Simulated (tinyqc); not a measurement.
From results back to parameters: Koster-Slater impurity in an sp3s* host.

Problem. In the Koster-Slater model a defect shifts the s level of its site by Vs and the p levels by Vp; an A1 level solves 1/Vs = G_s(E) and a T2 level 1/Vp = G_p(E), E from the top of the valence band. A defect has an A1 level at E = 0.7949 eV, one of the energies of the table, and a T2 level at 0.7949 eV.

G(E) of the host (1/eV):

| E (eV) | G_s | G_p |
|---|---|---|
| 0.0000 | 0.0295392 | 0.2341010 |
| 0.1987 | 0.0213062 | 0.1759040 |
| 0.3974 | 0.0119144 | 0.1394040 |
| 0.5962 | 0.0008074 | 0.1108226 |
| 0.7949 | -0.0128809 | 0.0859210 |
| 0.9936 | -0.0306294 | 0.0624378 |
| 1.1923 | -0.0552580 | 0.0384725 |
| 1.3910 | -0.0930695 | 0.0114729 |
| 1.5897 | -0.1627540 | -0.0242153 |

Find: Vs, Vp.

Solution. Read G_s and G_p at the two energies and invert them. Vs is attractive and pulls its level down from the conduction bands. Vp is repulsive and pushes its level up from the valence bands.

Vs, Vp (eV): -77.6  11.6

Program tinyqc; command `OMP_NUM_THREADS=1 python tinyqc.py 1451332 1451333 out.jsonl`; about 0.05 s on one thread of a shared Intel(R) Xeon(R) Processor @ 2.30GHz.
